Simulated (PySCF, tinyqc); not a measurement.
RKS/exchange-only LDA in the sto-3g basis, for H4, spin multiplicity 1, step by step. The lowest restricted solution is unstable here: a spin-polarised one lies 0.0086 hartree lower (PySCF). One step of it, computed by the program tinyqc.

Problem. Iteration 2: diagonalisation and new density. Diagonalise F' = X^T F X, C = X C', fill 2 alpha and 2 beta electrons from the bottom; D = 2 C_occ C_occ^T; the new density keeps 0.5 of the old one (damping). Each column has its largest component positive (the first on a tie).

Kohn-Sham matrix F (hartree), order 1H 1s, 2H 1s, 3H 1s, 4H 1s:
```
[[-0.108221, -0.138579, -0.019137, -0.000828],
 [-0.138579, -0.115676, -0.151263, -0.017881],
 [-0.019137, -0.151263, -0.039615, -0.113865],
 [-0.000828, -0.017881, -0.113865, 0.008217]]
```

X, order 1H 1s, 2H 1s, 3H 1s, 4H 1s:
```
[[-0.446721, 0.666533, 0.586782, 0.296829],
 [0.829605, -0.395710, 0.315967, 0.499979],
 [-0.829605, -0.395710, -0.315967, 0.499979],
 [0.446721, 0.666533, -0.586782, 0.296829]]
```

D after iteration 1, order 1H 1s, 2H 1s, 3H 1s, 4H 1s:
```
[[1.000831, -0.262091, -0.100977, -0.264431],
 [-0.262091, 0.961267, 0.036511, -0.125281],
 [-0.100977, 0.036511, 1.143869, -0.308284],
 [-0.264431, -0.125281, -0.308284, 1.178719]]
```

overlap S, order 1H 1s, 2H 1s, 3H 1s, 4H 1s:
```
[[1.000000, 0.259370, 0.024535, 0.000701],
 [0.259370, 1.000000, 0.310361, 0.024535],
 [0.024535, 0.310361, 1.000000, 0.259370],
 [0.000701, 0.024535, 0.259370, 1.000000]]
```

Give: F' = X^T F X; orbital energies; coefficients C; D after iteration 2.

Solution.

F' = X^T F X (hartree):
```
[[0.2414, 0.0421, -0.0101, -0.0161],
 [0.0421, 0.0358, -0.0349, 0.0080],
 [-0.0101, -0.0349, -0.0990, -0.0421],
 [-0.0161, 0.0080, -0.0421, -0.2093]]
```

orbital energies (hartree): [-0.2243, -0.0947, 0.0371, 0.2508]

coefficients C, order 1H 1s, 2H 1s, 3H 1s, 4H 1s:
```
[[0.4583, 0.6308, 0.5941, 0.3396],
 [0.6040, 0.0068, -0.5753, -0.7062],
 [0.3351, -0.5330, -0.0834, 0.8895],
 [0.1137, -0.4568, 0.7137, -0.5875]]
```

D after iteration 2, order 1H 1s, 2H 1s, 3H 1s, 4H 1s:
```
[[1.1084, 0.1501, -0.2331, -0.3683],
 [0.1501, 0.8455, 0.2170, 0.0029],
 [-0.2331, 0.2170, 0.9683, 0.1275],
 [-0.3683, 0.0029, 0.1275, 0.8110]]
```
